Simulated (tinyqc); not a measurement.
Changing the surface concentration C_s: concentration-dependent dopant diffusion with charged defects and the built-in field. Computed by tinyqc, a small Python program. Command: `OMP_NUM_THREADS=1 python tinyqc.py 3012760 3012761 out.jsonl extrinsic sweep`. One thread of a shared host (Intel(R) Xeon(R) Processor @ 2.30GHz), about 0.7 s of CPU time with the checks.

A constant source C_s feeds a half space. The dopant moves through neutral point defects and through charged ones, whose number grows with the majority carrier density n.

Inputs (values chosen for the exercise, modelled on boron in silicon):
```
quantity,value,unit
neutral prefactor D0x,0.0465,cm^2/s
neutral activation energy E0,3.5,eV
singly charged prefactor D01,0.934,cm^2/s
activation energy E1,3.52,eV
junction level C_B,1.4e+16,1/cm^3
temperature T,1025,C
time t,2000,s
```

Field enhancement: off.

Constants: k_B = 8.617333262e-05 eV/K.

Method:
- n_i = 3.87e16 T^1.5 exp(-7014/T) per cm^3 (T in kelvin, an empirical form); each D = prefactor x exp(-E/(k_B T)); the intrinsic diffusivity D_i is their sum.
- Temperatures in kelvin are T(C) + 273.15.
- n = C/2 + sqrt(C^2/4 + n_i^2); D(C) = h [Dx + D1 (n/n_i)], h = 1.
- With y = x/sqrt(D_s t), u = C/C_s and q = -(D/D_s) du/dy: du/dy = -q D_s/D, dq/dy = -(y/2) q D_s/D, u(0) = 1. The surface flux q(0) is shot so that u tends to 0 (LSODA, an adaptive multistep solver, relative tolerance 1e-10). Dose Q = 2 q(0) C_s sqrt(D_s t).
- The junction lies where C = C_B.

One run for each value:
```
surface concentration C_s (1/cm^3),enhancement D_s/D_i,junction depth x_j (nm),dose Q (1/cm^2),junction in units of sqrt(D_s t)
5.00e+17,1.03,204.0,3.723e+12,3.075
1.50e+18,1.09,242.6,1.138e+13,3.553
4.60e+18,1.30,280.5,3.696e+13,3.758
1.40e+19,2.11,323.7,1.330e+14,3.407
1.30e+20,15.17,524.6,2.960e+15,2.060
4.00e+20,46.40,794.0,1.583e+16,1.783
```

Give the missing row, surface concentration C_s (1/cm^3) = 4.30e+19.

Computed row; columns: (1) surface concentration C_s (1/cm^3); (2) enhancement D_s/D_i; (3) junction depth x_j (nm); (4) dose Q (1/cm^2); (5) junction in units of sqrt(D_s t):
```
(1)        (2)    (3)        (4)    (5)
4.30e+19  5.21  392.2  5.914e+14  2.629
```

Interpolating between the two neighbouring rows (the first column on a logarithmic scale, the others too where they are positive) misses most in enhancement D_s/D_i, by 9.4 %. Over the rows, enhancement D_s/D_i rises from 1.03 to 46.4 (exponent d ln y / d ln x 0.053 between the first rows and 0.99 between the last); junction depth x_j (nm) rises from 204 to 794 (exponent d ln y / d ln x 0.16 between the first rows and 0.37 between the last); dose Q (1/cm^2) rises from 3.72e12 to 1.58e16 (exponent d ln y / d ln x 1.0 between the first rows and 1.5 between the last). At the high end the exponent of enhancement D_s/D_i is 0.99, close to 1: singly charged defects follow n. At the low end the exponent of dose Q is 1.02, close to 1: the intrinsic, linear regime. At the high end the exponent of dose Q is 1.49, close to 1.5: D proportional to C: Q scales as C_s sqrt(C_s). In units of sqrt(D_s t), D_s = D(C_s), the junction is deepest, 3.76, at C_s = 4.6e18 among these rows and ends at 1.78: a larger C_s/C_B pushes it out along the tail, while the tail diffuses with D_i, ever further below D_s.

Caution (rows 1.40e19, 4.30e19, 1.30e20, 4.00e20): the built-in field is switched off although C_s exceeds n_i; with it D_s would be larger by the factor 1 + C_s/sqrt(C_s^2 + 4 n_i^2). Caution (rows 4.30e19, 1.30e20, 4.00e20): at such concentrations dopants can cluster or exceed their solubility; the active fraction and the diffusivity then fall below the model.
